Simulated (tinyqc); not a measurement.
One level coupled to a phonon between two leads, self-consistent Born approximation: two steps of the calculation.

Wide-band leads with mu_L = +V/2 and mu_R = -V/2; phonons in equilibrium, Nq = 1/(exp(w0/kB T) - 1). Scattering links only energies that differ by w0, so a ladder E_k = E1 + k w0 closes on itself; terms that reach past its ends are dropped. Gn and Gp are the electron and hole parts of the spectral function A = Gn + Gp.

Parameters, values chosen for the exercise: temperature of leads and phonons T = 77 K; phonon energy w0 = 20 meV; level ed = 4 meV; coupling to the left lead GL = 7.2 meV; coupling to the right lead GR = 7.3 meV; electron-phonon matrix element M = 4.6 meV; bias V = 39 mV.

Constants: q = 1.602176634e-19 C, kB = 1.380649e-23 J/K, Vt = kB T/q. Results are converted to the units shown.

Question 1. Scattering functions. Sin(E) = M^2 [(Nq + 1) Gn(E + w0) + Nq Gn(E - w0)], Sout(E) = M^2 [(Nq + 1) Gp(E - w0) + Nq Gp(E + w0)]. Nq = 1/(exp(w0/kB T) - 1).

| rung | Gn after iteration 1 (1/meV) | Gp after iteration 1 (1/meV) |
|---|---|---|
| 0 | 0.0099914212 | 6.0572281e-4 |
| 1 | 0.031733006 | 0.015283651 |
| 2 | 0.099636698 | 0.13058291 |
| 3 | 0.0030998450 | 0.025869271 |
| 4 | 6.0896620e-5 | 0.0078094153 |
| 5 | 1.4118549e-6 | 0.0036454715 |
| 6 | 3.9944901e-8 | 0.0021002045 |

Give: Sin; Sout.

Answer 1.

| rung | Sin (meV) | Sout (meV) |
|---|---|---|
| 0 | 0.7061 | 0.01669 |
| 1 | 2.228 | 0.1561 |
| 2 | 0.1036 | 0.3684 |
| 3 | 0.1102 | 2.914 |
| 4 | 0.003417 | 0.5796 |
| 5 | 6.741e-5 | 0.1761 |
| 6 | 1.542e-6 | 0.08112 |

Question 2. Green functions. |G|^2 = 1/[(E - ed)^2 + (GL + GR + Sin + Sout)^2/4], Gn = |G|^2 (GL fL + GR fR + Sin), Gp = |G|^2 (GL (1 - fL) + GR (1 - fR) + Sout), f = 1/(1 + exp((E - mu)/kB T)). On a single ladder the real part of the phonon self-energy, which needs all energies, is left out.

| rung | E (meV) | Sin (meV) | Sout (meV) |
|---|---|---|---|
| 0 | -33 | 0.70613234 | 0.016694319 |
| 1 | -13 | 2.2280592 | 0.15611432 |
| 2 | 7 | 0.10364061 | 0.36835336 |
| 3 | 27 | 0.11018817 | 2.9143001 |
| 4 | 47 | 0.0034173751 | 0.57963270 |
| 5 | 67 | 6.7406192e-5 | 0.17607150 |
| 6 | 87 | 1.5421679e-6 | 0.081120122 |

Give: Gn after iteration 2; Gp after iteration 2.

Answer 2.

| rung | Gn after iteration 2 (1/meV) | Gp after iteration 2 (1/meV) |
|---|---|---|
| 0 | 0.010063 | 6.0505e-4 |
| 1 | 0.031553 | 0.015313 |
| 2 | 0.099719 | 0.13048 |
| 3 | 0.0030941 | 0.025835 |
| 4 | 6.0914e-5 | 0.0078531 |
| 5 | 1.4123e-6 | 0.0036468 |
| 6 | 3.9947e-8 | 0.0021003 |

Range of the model: The self-consistent Born approximation keeps only non-crossing phonon lines and no Hartree shift; it is rough once the coupling nears the phonon energy.

Computed by the program tinyqc: `OMP_NUM_THREADS=1 python tinyqc.py 2720129 2720130 out.jsonl`, one thread of a shared Intel Xeon 2.30GHz, about 0.07 s for the whole run.
